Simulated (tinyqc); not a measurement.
Wannier function of the lower band of a two-orbital chain: sweeps and comparisons. A value that a table varies takes the place of the one given here.

H(k) = [[-d/2 - 2 ta cos k, -t1 - t2 exp(-ik)], [-t1 - t2 exp(ik), d/2 - 2 tb cos k]], k in 1/a, Bloch sums with exp(ikR) and without the positions inside the cell. Mesh k_j = 2 pi j/N. Projection gauge: each lower eigenvector u is multiplied by the phase that makes <trial|u> real and positive (the one-band case of Loewdin orthogonalisation). Wannier amplitudes w(R) = (1/N) sum_k exp(ikR) u(k); hoppings H(R) = (1/N) sum_k exp(-ikR) E(k).

Parameters, chosen for this exercise:
```
symbol  value  unit     meaning
d       1.35   eV       A at -d/2, B at +d/2
t1      2.13   eV       A-B in the cell
t2      0.95   eV       B to A of the next cell
ta      0.3    eV       A-A between cells
tb      -0.27  eV       B-B between cells
xb      0.7    a        position of B (A at 0)
th      60     degrees  trial orbital cos(th) A + sin(th) B in cell 0
```

## Convergence with the mesh

Centre and Omega_I from overlaps M_j = u_j^+ diag(1, exp(-i b xb)) u_(j+1), b = 2 pi/N: centre -(1/2 pi) sum arg M, Omega_I = (1/(N b^2)) sum (1 - |M|^2). Largest error of the Fourier interpolation on 41 points from 0 to pi.

Mesh:
```
N,centre (a),Omega_I (a^2),H(1) (eV),largest error (meV)
3,0.22261,0.09606,-0.49273,226.520
4,0.25795,0.11442,-0.54936,43.860
6,0.26822,0.13090,-0.53902,11.095
8,0.27193,0.13875,-0.53813,3.904
12,0.27456,0.14521,-0.53801,0.484
16,0.27546,0.14764,-0.53800,0.062
24,0.27609,0.14944,-0.53800,0.001
```

What can be read from the table?

The interpolation error falls exponentially, from 43.9 meV at N = 4 to 0.484 at N = 12, because the hoppings decay exponentially for an isolated band (smallest gap 2.37 eV). Omega_I carries a finite-difference error and converges as a power: against the value 0.15093 on 400 points it is off by -0.00572 at N = 12 and -0.00148 at N = 24, an exponent of 1.95, near the limit 2.

## Choice of the trial orbital

N = 16. Centre, Omega_I and Omega_D from overlaps (b = 2 pi/N, M_j = u_j^+ diag(1, exp(-i b xb)) u_(j+1); Omega_D = (1/(N b^2)) sum (arg M_j + b centre)^2).

Trial angle:
```
th (deg),smallest projection,centre (a),Omega_I (a^2),Omega_D (a^2)
0,0.738,0.2755,0.14764,0.03015
15,0.887,0.2755,0.14764,0.01246
30,0.964,0.2755,0.14764,0.00394
45,0.968,0.2755,0.14764,0.00039
60,0.898,0.2755,0.14764,0.00110
75,0.755,0.2755,0.14764,0.00815
90,0.559,0.2755,0.14764,0.03048
```

How do the results move?

Omega_I is the same for all. Omega_D is smallest at 45 degrees (0.00039) and largest at 90 (0.03048). The centre does not move.

## Centre against ionicity

N = 24, d varied. Overlaps M_j = u_j^+ diag(1, exp(-i b xb)) u_(j+1), b = 2 pi/N; centre -(1/2 pi) sum arg M_j folded into [0, 1); Omega_I = (1/(N b^2)) sum (1 - |M_j|^2); charge moved is -2 times the shift of the centre from its value at d = 0 (a doubly filled band); weight on A averaged over the mesh.

Against d:
```
d (eV),centre (a),charge moved (e),weight on A,Omega_I (a^2)
-6.0,0.6440,-0.4759,0.107,0.0424
-3.0,0.5796,-0.3471,0.220,0.0832
-1.5,0.5138,-0.2155,0.324,0.1162
-0.5,0.4475,-0.0829,0.417,0.1404
0.0,0.4061,0.0000,0.471,0.1501
0.5,0.3596,0.0929,0.529,0.1556
1.5,0.2619,0.2884,0.645,0.1463
3.0,0.1494,0.5133,0.781,0.1011
6.0,0.0584,0.6952,0.904,0.0433
```

How do the results move?

For large positive d the function sits on A (centre 0.058) and for large negative d on B at 0.7 (centre 0.644); at d = 0 it lies at 0.406, on the bond inside the cell, the stronger one. Among these rows the spread is largest at d = 0.5 eV.

## What each parameter does

N = 24: centre (folded into [0, 1)) and Omega_I from overlaps M_j = u_j^+ diag(1, exp(-i b xb)) u_(j+1), b = 2 pi/N: centre = -(1/2 pi) Im ln prod M_j, Omega_I = mean(1 - |M_j|^2)/b^2; and the first two hoppings H(R). Each row changes one parameter from the base and keeps the others.

Results:
```
case,centre (a),Omega_I (a^2),H(1) (eV),H(2) (eV)
base,0.2761,0.1494,-0.5380,0.0433
d = 1.65 eV,0.2480,0.1427,-0.5468,0.0446
t1 = 2.28 eV,0.2795,0.1452,-0.5371,0.0405
t2 = 0.85 eV,0.2742,0.1424,-0.4935,0.0333
ta = 0.4 eV,0.2870,0.1530,-0.5998,0.0391
xb = 0.75 a,0.2946,0.1664,-0.5380,0.0433
th = 70 degrees,0.2761,0.1494,-0.5380,0.0433
```

What can be read from the table?

The largest shifts from the base row, up to three for each result and ties (the steps differ in size, so this ranks the rows, not the parameters). centre (a): d -0.0281, xb +0.0185, ta +0.0109; unchanged at the printed digits by th. Omega_I (a^2): xb +0.0169, t2 -0.0070, d -0.0068; unchanged at the printed digits by th. H(1) (eV): ta -0.0618, t2 +0.0445, d -0.0088; unchanged at the printed digits by xb and th. H(2) (eV): t2 -0.0101, ta -0.0042, t1 -0.0029; unchanged at the printed digits by xb and th. The trial angle is a choice of gauge and moves none of these; xb enters the position operator alone, so it leaves the hoppings.

tinyqc: `OMP_NUM_THREADS=1 python tinyqc.py 1450277 1450278 out.jsonl`; about 0.1 s, one thread, shared Intel(R) Xeon(R) Processor @ 2.30GHz.
